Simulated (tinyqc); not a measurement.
Inside a calculation. Method: RHF in the sto-3g basis, for B+, spin multiplicity 1. This run ends on a higher stationary point, not on the lowest solution. Computed by tinyqc, a small Python program that keeps every step (integrals from PySCF). Settings: charge = 1, multiplicity = 1, basis = sto-3g, energy threshold = 1e-10, iteration cap = 54, orthogonalisation = symmetric, start = highest core orbitals, DIIS depth = 4, method = RHF. Command: `OMP_NUM_THREADS=1 python tinyqc.py 29960 29961 out.jsonl` (the two numbers bound the seeds that draw the settings). One thread of a shared host (Intel(R) Xeon(R) Processor @ 2.60GHz), about 0.03 s of CPU time with the checks. Later iterations appear only in the table of the cycle.

## One-electron integrals

Geometry (angstrom):

| atom | x | y | z |
|---|---|---|---|
| B | 0.0000 | 0.0000 | 0.0000 |

Basis sto-3g: exponents (1/bohr^2) and contraction coefficients of normalised primitives:

| element | l (shell) | exponent | coefficient |
|---|---|---|---|
| B | s (1) | 48.7911 | 0.1543 |
| B | s (1) | 8.8874 | 0.5353 |
| B | s (1) | 2.4053 | 0.4446 |
| B | s (2) | 2.2370 | -0.1000 |
| B | s (2) | 0.5198 | 0.3995 |
| B | s (2) | 0.1691 | 0.7001 |
| B | p (3) | 2.2370 | 0.1559 |
| B | p (3) | 0.5198 | 0.6077 |
| B | p (3) | 0.1691 | 0.3920 |

Overlap, kinetic and nuclear-attraction integrals over the contracted functions; the nuclear repulsion is the sum of Za Zb / Rab.

nuclear repulsion = 0 hartree

overlap S, lower triangle:
```
         1B 1s   1B 2s  1B 2px  1B 2py  1B 2pz
1B 1s   1.0000
1B 2s   0.2693  1.0000
1B 2px  0.0000  0.0000  1.0000
1B 2py  0.0000  0.0000  0.0000  1.0000
1B 2pz  0.0000  0.0000  0.0000  0.0000  1.0000
```

kinetic energy T (hartree), lower triangle:
```
          1B 1s   1B 2s  1B 2px  1B 2py  1B 2pz
1B 1s   10.8263
1B 2s   -0.0480  0.3592
1B 2px   0.0000  0.0000  1.1239
1B 2py   0.0000  0.0000  0.0000  1.1239
1B 2pz   0.0000  0.0000  0.0000  0.0000  1.1239
```

nuclear attraction V (hartree), lower triangle:
```
           1B 1s    1B 2s   1B 2px   1B 2py   1B 2pz
1B 1s   -23.1474
1B 2s    -3.1394  -3.7716
1B 2px    0.0000   0.0000  -3.7414
1B 2py    0.0000   0.0000   0.0000  -3.7414
1B 2pz    0.0000   0.0000   0.0000   0.0000  -3.7414
```

core Hamiltonian H = T + V (hartree), lower triangle:
```
           1B 1s    1B 2s   1B 2px   1B 2py   1B 2pz
1B 1s   -12.3211
1B 2s    -3.1873  -3.4125
1B 2px    0.0000   0.0000  -2.6176
1B 2py    0.0000   0.0000   0.0000  -2.6176
1B 2pz    0.0000   0.0000   0.0000   0.0000  -2.6176
```

## Two-electron integrals

Functions are numbered as in S; the eight-fold symmetry (ij|kl) = (ji|kl) = (kl|ij) leaves the list below.

Two-electron integrals (ij|kl) in chemists' order, unique and non-zero (hartree):
```
(11|11) 2.9235   (21|11) 0.5184   (21|21) 0.1093   (22|11) 0.7442
(22|21) 0.1932   (22|22) 0.5448   (31|31) 0.0203   (32|31) 0.0300
(32|32) 0.1203   (33|11) 0.7425   (33|21) 0.1932   (33|22) 0.5447
(33|33) 0.5868   (41|41) 0.0203   (42|41) 0.0300   (42|42) 0.1203
(43|43) 0.0316   (44|11) 0.7425   (44|21) 0.1932   (44|22) 0.5447
(44|33) 0.5235   (44|44) 0.5868   (51|51) 0.0203   (52|51) 0.0300
(52|52) 0.1203   (53|53) 0.0316   (54|54) 0.0316   (55|11) 0.7425
(55|21) 0.1932   (55|22) 0.5447   (55|33) 0.5235   (55|44) 0.5235
(55|55) 0.5868
```

## Orthogonalisation

S = U s U^T; symmetric (Loewdin) form X = U s^(-1/2) U^T, so that X^T S X = 1.

eigenvalues of S: 0.7307  1.0000  1.0000  1.0000  1.2693

X, lower triangle:
```
          1B 1s   1B 2s  1B 2px  1B 2py  1B 2pz
1B 1s    1.0287
1B 2s   -0.1411  1.0287
1B 2px   0.0000  0.0000  1.0000
1B 2py   0.0000  0.0000  0.0000  1.0000
1B 2pz   0.0000  0.0000  0.0000  0.0000  1.0000
```

## Starting guess

The start is the highest orbitals of the core Hamiltonian (a deliberately bad start); D = 2 C_occ C_occ^T.

D at the start, lower triangle:
```
         1B 1s   1B 2s  1B 2px  1B 2py  1B 2pz
1B 1s   0.0000
1B 2s   0.0000  0.0000
1B 2px  0.0000  0.0000  0.0000
1B 2py  0.0000  0.0000  0.0000  2.0000
1B 2pz  0.0000  0.0000  0.0000  0.0000  2.0000
```

## Iteration 1: building the Fock matrix

J_ij = sum D_kl (ij|kl), K_ij = sum D_kl (ik|jl); F = H + J - 0.5 K; E = tr D H + tr D J / 2 - 0.25 tr D K + E_nn.

Coulomb J (hartree), lower triangle:
```
         1B 1s   1B 2s  1B 2px  1B 2py  1B 2pz
1B 1s   2.9700
1B 2s   0.7730  2.1787
1B 2px  0.0000  0.0000  2.0941
1B 2py  0.0000  0.0000  0.0000  2.2206
1B 2pz  0.0000  0.0000  0.0000  0.0000  2.2206
```

exchange K (hartree), lower triangle:
```
         1B 1s   1B 2s  1B 2px  1B 2py  1B 2pz
1B 1s   0.0811
1B 2s   0.1200  0.4814
1B 2px  0.0000  0.0000  0.1265
1B 2py  0.0000  0.0000  0.0000  1.2368
1B 2pz  0.0000  0.0000  0.0000  0.0000  1.2368
```

Fock matrix F (hartree), lower triangle:
```
          1B 1s    1B 2s   1B 2px   1B 2py   1B 2pz
1B 1s   -9.3916
1B 2s   -2.4744  -1.4744
1B 2px   0.0000   0.0000  -0.5868
1B 2py   0.0000   0.0000   0.0000  -1.0154
1B 2pz   0.0000   0.0000   0.0000   0.0000  -1.0154
```

total energy of this density = -7.265896 hartree

## Iteration 1: diagonalisation and new density

Diagonalise F' = X^T F X, C = X C', fill 2 alpha and 2 beta electrons from the bottom; D = 2 C_occ C_occ^T. Each column has its largest component positive (the first on a tie).

F' = X^T F X (hartree), lower triangle:
```
         1        2        3        4        5
1  -9.2499
2  -1.0902  -1.0289
3   0.0000   0.0000  -0.5868
4   0.0000   0.0000   0.0000  -1.0154
5   0.0000   0.0000   0.0000   0.0000  -1.0154
```

orbital energies (hartree): MO1 -9.3920, MO2 -1.0154, MO3 -1.0154, MO4 -0.8868, MO5 -0.5868

coefficients C:
```
            MO1     MO2     MO3      MO4     MO5
1B 1s    1.0019  0.0000  0.0000  -0.2729  0.0000
1B 2s   -0.0070  0.0000  0.0000   1.0383  0.0000
1B 2px   0.0000  0.0000  0.0000   0.0000  1.0000
1B 2py   0.0000  1.0000  0.0000   0.0000  0.0000
1B 2pz   0.0000  0.0000  1.0000   0.0000  0.0000
```

D after iteration 1, lower triangle:
```
          1B 1s   1B 2s  1B 2px  1B 2py  1B 2pz
1B 1s    2.0074
1B 2s   -0.0140  0.0001
1B 2px   0.0000  0.0000  0.0000
1B 2py   0.0000  0.0000  0.0000  2.0000
1B 2pz   0.0000  0.0000  0.0000  0.0000  0.0000
```

Within a degenerate level the vectors are fixed only up to a rotation; this is one choice.

## Iteration 2: building the Fock matrix

As before.

Coulomb J (hartree), lower triangle:
```
         1B 1s   1B 2s  1B 2px  1B 2py  1B 2pz
1B 1s   7.3393
1B 2s   1.4240  2.5780
1B 2px  0.0000  0.0000  2.5322
1B 2py  0.0000  0.0000  0.0000  2.6587
1B 2pz  0.0000  0.0000  0.0000  0.0000  2.5322
```

exchange K (hartree), lower triangle:
```
         1B 1s   1B 2s  1B 2px  1B 2py  1B 2pz
1B 1s   5.8948
1B 2s   1.0887  0.4547
1B 2px  0.0000  0.0000  0.1031
1B 2py  0.0000  0.0000  0.0000  1.2134
1B 2pz  0.0000  0.0000  0.0000  0.0000  0.1031
```

Fock matrix F (hartree), lower triangle:
```
          1B 1s    1B 2s   1B 2px   1B 2py   1B 2pz
1B 1s   -7.9292
1B 2s   -2.3076  -1.0618
1B 2px   0.0000   0.0000  -0.1369
1B 2py   0.0000   0.0000   0.0000  -0.5656
1B 2pz   0.0000   0.0000   0.0000   0.0000  -0.1369
```

total energy of this density = -23.432029 hartree

## Iteration 2: DIIS over 2 matrices

error matrix X^T (FDS - SDF) X:
```
         1       2       3       4       5
1   0.0000  0.4582  0.0000  0.0000  0.0000
2  -0.4582  0.0000  0.0000  0.0000  0.0000
3   0.0000  0.0000  0.0000  0.0000  0.0000
4   0.0000  0.0000  0.0000  0.0000  0.0000
5   0.0000  0.0000  0.0000  0.0000  0.0000
```

B (overlaps of the stored error matrices):
```
               1              2
1  0.0000000e+00  0.0000000e+00
2  0.0000000e+00  4.1994965e-01
```

Minimise |sum c_i e_i|^2 with sum c_i = 1: solve [B -1; -1 0][c; lambda] = [0; -1] with B_ij = tr e_i^T e_j, and take F = sum c_i F_i.

DIIS coefficients: 1.0000  0.0000

extrapolated F (hartree), lower triangle:
```
          1B 1s    1B 2s   1B 2px   1B 2py   1B 2pz
1B 1s   -9.3916
1B 2s   -2.4744  -1.4744
1B 2px   0.0000   0.0000  -0.5868
1B 2py   0.0000   0.0000   0.0000  -1.0154
1B 2pz   0.0000   0.0000   0.0000   0.0000  -1.0154
```

## Iteration 2: diagonalisation and new density

As before.

F' = X^T F X (hartree), lower triangle:
```
         1        2        3        4        5
1  -9.2499
2  -1.0902  -1.0289
3   0.0000   0.0000  -0.5868
4   0.0000   0.0000   0.0000  -1.0154
5   0.0000   0.0000   0.0000   0.0000  -1.0154
```

orbital energies (hartree): MO1 -9.3920, MO2 -1.0154, MO3 -1.0154, MO4 -0.8868, MO5 -0.5868

coefficients C:
```
            MO1     MO2     MO3      MO4     MO5
1B 1s    1.0019  0.0000  0.0000  -0.2729  0.0000
1B 2s   -0.0070  0.0000  0.0000   1.0383  0.0000
1B 2px   0.0000  0.0000  0.0000   0.0000  1.0000
1B 2py   0.0000  1.0000  0.0000   0.0000  0.0000
1B 2pz   0.0000  0.0000  1.0000   0.0000  0.0000
```

D after iteration 2, lower triangle:
```
          1B 1s   1B 2s  1B 2px  1B 2py  1B 2pz
1B 1s    2.0074
1B 2s   -0.0140  0.0001
1B 2px   0.0000  0.0000  0.0000
1B 2py   0.0000  0.0000  0.0000  2.0000
1B 2pz   0.0000  0.0000  0.0000  0.0000  0.0000
```

Within a degenerate level the vectors are fixed only up to a rotation; this is one choice.

## Iteration 3: building the Fock matrix

As before.

Coulomb J (hartree), lower triangle:
```
         1B 1s   1B 2s  1B 2px  1B 2py  1B 2pz
1B 1s   7.3393
1B 2s   1.4240  2.5780
1B 2px  0.0000  0.0000  2.5322
1B 2py  0.0000  0.0000  0.0000  2.6587
1B 2pz  0.0000  0.0000  0.0000  0.0000  2.5322
```

exchange K (hartree), lower triangle:
```
         1B 1s   1B 2s  1B 2px  1B 2py  1B 2pz
1B 1s   5.8948
1B 2s   1.0887  0.4547
1B 2px  0.0000  0.0000  0.1031
1B 2py  0.0000  0.0000  0.0000  1.2134
1B 2pz  0.0000  0.0000  0.0000  0.0000  0.1031
```

Fock matrix F (hartree), lower triangle:
```
          1B 1s    1B 2s   1B 2px   1B 2py   1B 2pz
1B 1s   -7.9292
1B 2s   -2.3076  -1.0618
1B 2px   0.0000   0.0000  -0.1369
1B 2py   0.0000   0.0000   0.0000  -0.5656
1B 2pz   0.0000   0.0000   0.0000   0.0000  -0.1369
```

total energy of this density = -23.432029 hartree

## Iteration 3: DIIS over 3 matrices

error matrix X^T (FDS - SDF) X:
```
         1       2       3       4       5
1   0.0000  0.4582  0.0000  0.0000  0.0000
2  -0.4582  0.0000  0.0000  0.0000  0.0000
3   0.0000  0.0000  0.0000  0.0000  0.0000
4   0.0000  0.0000  0.0000  0.0000  0.0000
5   0.0000  0.0000  0.0000  0.0000  0.0000
```

B (overlaps of the stored error matrices), lower triangle:
```
               1              2              3
1  0.0000000e+00
2  0.0000000e+00  4.1994965e-01
3  0.0000000e+00  4.1994965e-01  4.1994965e-01
```

As before.

DIIS coefficients: 1.0000  0.0000  0.0000

extrapolated F (hartree), lower triangle:
```
          1B 1s    1B 2s   1B 2px   1B 2py   1B 2pz
1B 1s   -9.3916
1B 2s   -2.4744  -1.4744
1B 2px   0.0000   0.0000  -0.5868
1B 2py   0.0000   0.0000   0.0000  -1.0154
1B 2pz   0.0000   0.0000   0.0000   0.0000  -1.0154
```

## Iteration 3: diagonalisation and new density

As before.

F' = X^T F X (hartree), lower triangle:
```
         1        2        3        4        5
1  -9.2499
2  -1.0902  -1.0289
3   0.0000   0.0000  -0.5868
4   0.0000   0.0000   0.0000  -1.0154
5   0.0000   0.0000   0.0000   0.0000  -1.0154
```

orbital energies (hartree): MO1 -9.3920, MO2 -1.0154, MO3 -1.0154, MO4 -0.8868, MO5 -0.5868

coefficients C:
```
            MO1     MO2     MO3      MO4     MO5
1B 1s    1.0019  0.0000  0.0000  -0.2729  0.0000
1B 2s   -0.0070  0.0000  0.0000   1.0383  0.0000
1B 2px   0.0000  0.0000  0.0000   0.0000  1.0000
1B 2py   0.0000  1.0000  0.0000   0.0000  0.0000
1B 2pz   0.0000  0.0000  1.0000   0.0000  0.0000
```

D after iteration 3, lower triangle:
```
          1B 1s   1B 2s  1B 2px  1B 2py  1B 2pz
1B 1s    2.0074
1B 2s   -0.0140  0.0001
1B 2px   0.0000  0.0000  0.0000
1B 2py   0.0000  0.0000  0.0000  2.0000
1B 2pz   0.0000  0.0000  0.0000  0.0000  0.0000
```

Within a degenerate level the vectors are fixed only up to a rotation; this is one choice.

## Iteration 10 (converged): orbitals

converged F (hartree), lower triangle:
```
          1B 1s    1B 2s   1B 2px   1B 2py   1B 2pz
1B 1s   -7.9486
1B 2s   -2.3316  -1.0745
1B 2px   0.0000   0.0000  -0.1399
1B 2py   0.0000   0.0000   0.0000  -0.5685
1B 2pz   0.0000   0.0000   0.0000   0.0000  -0.1399
```

As before.

F' = X^T F X (hartree), lower triangle:
```
         1        2        3        4        5
1  -7.7563
2  -1.2038  -0.6184
3   0.0000   0.0000  -0.1399
4   0.0000   0.0000   0.0000  -0.5685
5   0.0000   0.0000   0.0000   0.0000  -0.1399
```

orbital energies (hartree): MO1 -7.9538, MO2 -0.5685, MO3 -0.4209, MO4 -0.1399, MO5 -0.1399

coefficients C:
```
           MO1     MO2      MO3     MO4     MO5
1B 1s   0.9923  0.0000  -0.3059  0.0000  0.0000
1B 2s   0.0273  0.0000   1.0380  0.0000  0.0000
1B 2px  0.0000  0.0000   0.0000  1.0000  0.0000
1B 2py  0.0000  1.0000   0.0000  0.0000  0.0000
1B 2pz  0.0000  0.0000   0.0000  0.0000  1.0000
```

D after iteration 10, lower triangle:
```
         1B 1s   1B 2s  1B 2px  1B 2py  1B 2pz
1B 1s   1.9693
1B 2s   0.0542  0.0015
1B 2px  0.0000  0.0000  0.0000
1B 2py  0.0000  0.0000  0.0000  2.0000
1B 2pz  0.0000  0.0000  0.0000  0.0000  0.0000
```

Within a degenerate level the vectors are fixed only up to a rotation; this is one choice.

## Convergence

Stop when the energy changes by less than 1e-10 hartree and every element of the error matrix X^T (F D S - S D F) X is below 3e-06.

Course of the cycle:

| iteration | E (hartree) | change | largest element of the error matrix |
|---|---|---|---|
| 1 | -7.265896 | - | 0.0000 |
| 2 | -23.432029 | -1.62e+01 | 4.58e-01 |
| 3 | -23.432029 | 0.0000 | 4.58e-01 |
| 4 | -23.432029 | 0.0000 | 4.58e-01 |
| 5 | -23.432029 | 0.0000 | 4.58e-01 |
| 6 | -23.447105 | -1.51e-02 | 3.51e-02 |
| 7 | -23.447193 | -8.85e-05 | 5.96e-05 |
| 8 | -23.447193 | -2.01e-10 | 2.73e-05 |
| 9 | -23.447193 | -3.11e-11 | 1.77e-05 |
| 10 | -23.447193 | -2.24e-11 | 4.54e-09 |

PySCF RHF in the same basis = -23.948470 hartree

Converged in 10 iterations. But the solution lies 0.50128 hartree above the reference: it is another stationary point, not the lowest restricted one. Reruns (cap 100 unless said): DIIS 8: converged in 18 to a higher stationary point; damping 0.5: converged in 39 to a higher stationary point; level shift 0.5: converged in 8 to a higher stationary point; atomic densities as start, DIIS 8: converged in 3.

## Populations

Mulliken: Z minus the diagonal of D S on the atom; Loewdin: the same with S^(1/2) D S^(1/2).

Charges (e):

| atom | Mulliken | Loewdin |
|---|---|---|
| 1B | 1.0000 | 1.0000 |
